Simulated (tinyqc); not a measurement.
Inside a calculation. Method: FCI on RHF in the sto-3g basis, for H3-, spin multiplicity 1. The basis has no diffuse functions, so it cannot describe the extra electron: this is an exercise in the method, not the real anion. Computed by tinyqc, a small Python program that keeps every step (integrals from PySCF). Settings: charge = -1, multiplicity = 1, basis = sto-3g, method = RHF, energy threshold = 1e-10, iteration cap = 74, orthogonalisation = symmetric, start = Wolfsberg-Helmholz matrix, DIIS depth = 6, ci = FCI. Command: `OMP_NUM_THREADS=1 python tinyqc.py 29966 29967 out.jsonl` (the two numbers bound the seeds that draw the settings). One thread of a shared host (Intel(R) Xeon(R) Processor @ 2.60GHz), about 0.06 s of CPU time with the checks. The early iterations of the SCF are left out here.

## One-electron integrals

Geometry (angstrom):
```
atom         x         y          z
H     0.000000  0.000000   0.000000
H     0.000000  0.000000   1.258000
H     0.000000  0.000000  -1.258000
```

Basis sto-3g: exponents (1/bohr^2) and contraction coefficients of normalised primitives:
```
element  l (shell)  exponent  coefficient
H            s (1)  3.425251     0.154329
H            s (1)  0.623914     0.535328
H            s (1)  0.168855     0.444635
```

Overlap, kinetic and nuclear-attraction integrals over the contracted functions; the nuclear repulsion is the sum of Za Zb / Rab.

nuclear repulsion = 1.05162403 hartree

overlap S:
```
          1H 1s     2H 1s     3H 1s
1H 1s  1.000000  0.358648  0.358648
2H 1s  0.358648  1.000000  0.048051
3H 1s  0.358648  0.048051  1.000000
```

kinetic energy T (hartree):
```
          1H 1s      2H 1s      3H 1s
1H 1s  0.760032   0.041071   0.041071
2H 1s  0.041071   0.760032  -0.010565
3H 1s  0.041071  -0.010565   0.760032
```

nuclear attraction V (hartree):
```
           1H 1s      2H 1s      3H 1s
1H 1s  -2.058615  -0.614121  -0.614121
2H 1s  -0.614121  -1.852935  -0.076019
3H 1s  -0.614121  -0.076019  -1.852935
```

core Hamiltonian H = T + V (hartree):
```
           1H 1s      2H 1s      3H 1s
1H 1s  -1.298583  -0.573049  -0.573049
2H 1s  -0.573049  -1.092903  -0.086584
3H 1s  -0.573049  -0.086584  -1.092903
```

## Two-electron integrals

Functions are numbered as in S; the eight-fold symmetry (ij|kl) = (ji|kl) = (kl|ij) leaves the list below.

Two-electron integrals (ij|kl) in chemists' order, unique and non-zero (hartree):
```
(11|11) 0.774606   (21|11) 0.206467   (21|21) 0.077247   (22|11) 0.402299
(22|21) 0.206467   (22|22) 0.774606   (31|11) 0.206467   (31|21) 0.051866
(31|22) 0.101809   (31|31) 0.077247   (32|11) 0.026948   (32|21) 0.008427
(32|22) 0.019664   (32|31) 0.008427   (32|32) 0.001111   (33|11) 0.402299
(33|21) 0.101809   (33|22) 0.210231   (33|31) 0.206467   (33|32) 0.019664
(33|33) 0.774606
```

## Orthogonalisation

S = U s U^T; symmetric (Loewdin) form X = U s^(-1/2) U^T, so that X^T S X = 1.

eigenvalues of S: 0.516252  0.951949  1.531799

X:
```
           1H 1s      2H 1s      3H 1s
1H 1s   1.113687  -0.206173  -0.206173
2H 1s  -0.206173   1.055496   0.030569
3H 1s  -0.206173   0.030569   1.055496
```

## Starting guess

The start is the generalised Wolfsberg-Helmholz matrix (K = 1.75) built on H; D = 2 C_occ C_occ^T.

D at the start:
```
          1H 1s      2H 1s      3H 1s
1H 1s  0.868305   0.449248   0.449248
2H 1s  0.449248   1.282911  -0.818042
3H 1s  0.449248  -0.818042   1.282911
```

## Iteration 6 (converged): orbitals

converged F (hartree):
```
           1H 1s      2H 1s      3H 1s
1H 1s   0.143955  -0.211783  -0.211783
2H 1s  -0.211783   0.135703  -0.020580
3H 1s  -0.211783  -0.020580   0.135703
```

Diagonalise F' = X^T F X, C = X C', fill 2 alpha and 2 beta electrons from the bottom; D = 2 C_occ C_occ^T. Each column has its largest component positive (the first on a tie).

F' = X^T F X (hartree):
```
           1          2          3
1   0.382846  -0.332996  -0.332996
2  -0.332996   0.250945   0.086772
3  -0.332996   0.086772   0.250945
```

orbital energies (hartree): MO1 -0.111186, MO2 0.164172, MO3 0.831749

coefficients C:
```
            MO1        MO2        MO3
1H 1s  0.557372   0.000000   1.007299
2H 1s  0.413621   0.724733  -0.679112
3H 1s  0.413621  -0.724733  -0.679112
```

D after iteration 6:
```
          1H 1s      2H 1s      3H 1s
1H 1s  0.621326   0.461081   0.461081
2H 1s  0.461081   1.392641  -0.708312
3H 1s  0.461081  -0.708312   1.392641
```

## Convergence

Stop when the energy changes by less than 1e-10 hartree and every element of the error matrix X^T (F D S - S D F) X is below 3e-06.

Course of the cycle:
```
iteration  E (hartree)     change  largest element of the error matrix
1          -1.26954268          -                             1.24e-01
2          -1.28779252  -1.82e-02                             1.16e-02
3          -1.28794868  -1.56e-04                             1.32e-05
4          -1.28794868  -1.62e-10                             5.93e-06
5          -1.28794868  -2.40e-11                             3.82e-06
6          -1.28794868  -7.79e-12                             2.82e-06
```

PySCF RHF in the same basis = -1.28794868 hartree

Converged in 6 iterations.

## Populations, bond orders and dipole

Mulliken: Z minus the diagonal of D S on the atom; Loewdin: the same with S^(1/2) D S^(1/2); Mayer order: 2 sum_s sum (D(s) S)_ij (D(s) S)_ji over the two atoms.

Charges (e):
```
atom   Mulliken    Loewdin
1H     0.047943   0.047860
2H    -0.523971  -0.523930
3H    -0.523971  -0.523930
```

Mayer bond orders:
```
pair     order
2-1   0.498851
3-1   0.498851
3-2   0.226603
```

dipole moment about the origin, x y z (debye): 0.000000  0.000000  0.000000

## Integrals over molecular orbitals

(pq|rs) = sum C_ip C_jq C_kr C_ls (ij|kl), one index at a time.

one-electron integrals over orbitals h = C^T H C (hartree):
```
           1          2          3
1  -1.335444   0.000000  -0.110144
2   0.000000  -1.057115   0.000000
3  -0.110144   0.000000  -0.837530
```

Two-electron integrals over orbitals (pq|rs), unique and non-zero (hartree):
```
(11|11) 0.504184    (21|21) 0.160403    (22|11) 0.440238    (22|22) 0.501213
(31|11) 0.076570    (31|22) -0.056899   (31|31) 0.145687    (32|21) -0.147372
(32|32) 0.150063    (33|11) 0.525221    (33|22) 0.457294    (33|31) 0.089408
(33|33) 0.570579
```

## FCI: determinants and Hamiltonian

Hartree-Fock energy = -1.28794868 hartree

Slater-Condon rules over spin orbitals, with the nuclear repulsion added and E(HF) subtracted on the diagonal.

Occupation strings over the orbitals (2 doubly, a alpha, b beta, 0 empty; spin orbitals ordered 1a 1b 2a 2b ...): 220 2ab a2b 2ba b2a 202 ab2 ba2 022

H - E(HF) between determinants (hartree):
```
          220        2ab        a2b        2ba        b2a        202        ab2        ba2
220  0.000000   0.000000   0.000000   0.000000   0.000000   0.150063   0.000000   0.000000
2ab  0.000000   0.360345   0.000000  -0.150063   0.000000   0.000000  -0.147372   0.146307
a2b  0.000000   0.000000   0.563401   0.000000  -0.145687   0.147372   0.000000   0.000000
2ba  0.000000  -0.150063   0.000000   0.360345   0.000000   0.000000   0.146307  -0.147372
b2a  0.000000   0.000000  -0.145687   0.000000   0.563401  -0.147372   0.000000   0.000000
202  0.150063   0.000000   0.147372   0.000000  -0.147372   0.877895   0.000000   0.000000
ab2  0.000000  -0.147372   0.000000   0.146307   0.000000   0.000000   0.952049  -0.160403
ba2  0.000000   0.146307   0.000000  -0.147372   0.000000   0.000000  -0.160403   0.952049
022  0.145687   0.000000   0.012838   0.000000  -0.012838   0.160403   0.000000   0.000000

           022
220   0.145687
2ab   0.000000
a2b   0.012838
2ba   0.000000
b2a  -0.012838
202   0.160403
ab2   0.000000
ba2   0.000000
022   1.151124
```

## FCI: roots

Diagonalise (each vector has its largest component positive (the first on a tie)); all determinants have Ms = 0, so triplets appear too. The lowest singlet root is the correlation energy.

lowest roots of this matrix, relative to E(HF) (hartree): -0.038343  0.210280  0.390882  0.417714  0.566031  0.791648  0.931667  1.231979

lowest vectors:
```
        root 1    root 2     root 3    root 4
220   0.981995  0.000000   0.000000  0.000000
2ab   0.000000  0.707106   0.654940  0.000000
a2b   0.032003  0.000000   0.000000  0.707107
2ba   0.000000  0.707106  -0.654940  0.000000
b2a  -0.032003  0.000000   0.000000  0.707107
202  -0.153576  0.000000   0.000000  0.000000
ab2   0.000000  0.001295   0.266560  0.000000
ba2   0.000000  0.001295  -0.266560  0.000000
022  -0.100257  0.000000   0.000000  0.000000
```

<S^2> of these roots: 0.000000  2.000000  0.000000  2.000000  0.000000  2.000000  0.000000  0.000000

weight of the ground state by excitation level 0, 1, 2, ...: 0.964315  0.002048  0.033637
